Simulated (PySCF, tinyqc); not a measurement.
CCSD on RHF in the sto-3g basis, for H3-, spin multiplicity 1, step by step. The basis has no diffuse functions, so it cannot describe the extra electron: this is an exercise in the method, not the real anion. The lowest restricted solution is unstable here: a spin-polarised one lies 0.0023 hartree lower (PySCF). One step of it, computed by the program tinyqc.

Question. Iteration 1: building the Fock matrix. J_ij = sum D_kl (ij|kl), K_ij = sum D_kl (ik|jl); F = H + J - 0.5 K; E = tr D H + tr D J / 2 - 0.25 tr D K + E_nn.

D at the start, order 1H 1s, 2H 1s, 3H 1s:
```
[[1.227088, 0.105481, 0.105467],
 [0.105481, 1.271612, 0.077148],
 [0.105467, 0.077148, 1.271649]]
```

core Hamiltonian H = T + V (hartree), order 1H 1s, 2H 1s, 3H 1s:
```
[[-1.425190, -0.804962, -0.804540],
 [-0.804962, -1.296218, -0.464478],
 [-0.804540, -0.464478, -1.296051]]
```

Two-electron integrals (ij|kl) in chemists' order, unique and non-zero (hartree):
```
(11|11) 0.774606   (21|11) 0.274336   (21|21) 0.127804   (22|11) 0.453075
(22|21) 0.274336   (22|22) 0.774606   (31|11) 0.274160   (31|21) 0.104676
(31|22) 0.184855   (31|31) 0.127659   (32|11) 0.128574   (32|21) 0.061849
(32|22) 0.136537   (32|31) 0.061819   (32|32) 0.036868   (33|11) 0.452948
(33|21) 0.184920   (33|22) 0.344798   (33|31) 0.274160   (33|32) 0.136537
(33|33) 0.774606
```

nuclear repulsion = 1.33231905 hartree

Give: Coulomb J; exchange K; Fock matrix F; total energy of this density.

Answer.

Coulomb J (hartree), order 1H 1s, 2H 1s, 3H 1s:
```
[[2.2382, 0.9792, 0.9787],
 [0.9792, 2.0974, 0.5368],
 [0.9787, 0.5368, 2.0972]]
```

exchange K (hartree), order 1H 1s, 2H 1s, 3H 1s:
```
[[1.4072, 0.8690, 0.8686],
 [0.8690, 1.2807, 0.5572],
 [0.8686, 0.5572, 1.2805]]
```

Fock matrix F (hartree), order 1H 1s, 2H 1s, 3H 1s:
```
[[0.1094, -0.2602, -0.2602],
 [-0.2602, 0.1608, -0.2063],
 [-0.2602, -0.2063, 0.1609]]
```

total energy of this density = -1.195058 hartree

This density is the starting one; it is not idempotent, so its energy is not variational and may lie below the converged one.
